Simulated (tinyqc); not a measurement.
A chain with two barriers and dephasing by Buettiker voltage probes: resistance against length.

Sites 1 to 5 form a chain with hopping -t. Lead L joins site 1 and lead R site 5, both semi-infinite chains with hopping -t and site energy 0. Every site carries a probe with self-energy -i Gamma_p/2 that draws no net current. Linear response at zero temperature: mu_L = 1, mu_R = 0 in units of the bias.

Sigma = t^2 g(E), g(x) = (x - i sqrt(4 t^2 - x^2))/(2 t^2) for |x| < 2 t and (x - sign(x) sqrt(x^2 - 4 t^2))/(2 t^2) otherwise; Gamma = -2 Im Sigma; G = (E - H - Sigma_L - Sigma_R + i Gamma_p/2)^(-1). With Gamma the broadening by one lead, T_RL = Gamma^2 |G_(last,1)|^2, T_pL = Gamma Gamma_p |G_(p,1)|^2, T_pR = Gamma Gamma_p |G_(p,last)|^2, T_pq = Gamma_p^2 |G_(p,q)|^2 for p != q. No current into probe p: W mu = T_pL with W_pp = T_pL + T_pR + sum_q T_pq and W_pq = -T_pq. Then T_eff = T_RL + sum_p T_pR mu_p, and the resistance is (h/2q^2)/T_eff. Without probes means Gamma_p = 0. The list U is repeated k times, each site with its probe.

Values chosen for this exercise:
```
symbol                value  unit                      meaning
t                         1    eV  hopping (matrix element -t)
U       [1.8, 0, 0, 0, 3.7]    eV         site energies 1 to N
E                     -0.59    eV                 Fermi energy
gp                     0.23    eV     probe broadening Gamma_p
```

Constants: q = 1.602176634e-19 C, h = 6.62607015e-34 J s. Results are converted to the units shown.

Resistance against length:
```
k	sites	T without probes	T_eff	resistance (kohm)
1	5	0.13569	0.17824	72.411
2	10	0.0093718	0.049635	260.03
3	15	6.4516e-4	0.030070	429.21
4	20	4.4416e-5	0.021707	594.57
6	30	2.1052e-7	0.013944	925.58
8	40	9.9784e-10	0.010271	1256.6
12	60	2.2417e-14	0.0067265	1918.7
16	80	5.0361e-19	0.0050008	2580.8
```

The resistance rises from 72.4 to 2580 kohm, by 33.1 kohm a site between k = 8 and 12 and 33.1 between 12 and 16: Ohm's law, R = R0 + rho N with the extrapolated intercept R0 = -67.6 kohm (h/2q^2 = 12.91 kohm). The intercept differs from h/2q^2, since the ends of the chain scatter differently from its bulk, so no mean free path is read from it. Without probes T has fallen to 5.04e-19.

Program tinyqc, `OMP_NUM_THREADS=1 python tinyqc.py 2700038 2700039 out.jsonl`; Intel Xeon 2.30GHz, shared host, one thread, about 0.01 s.
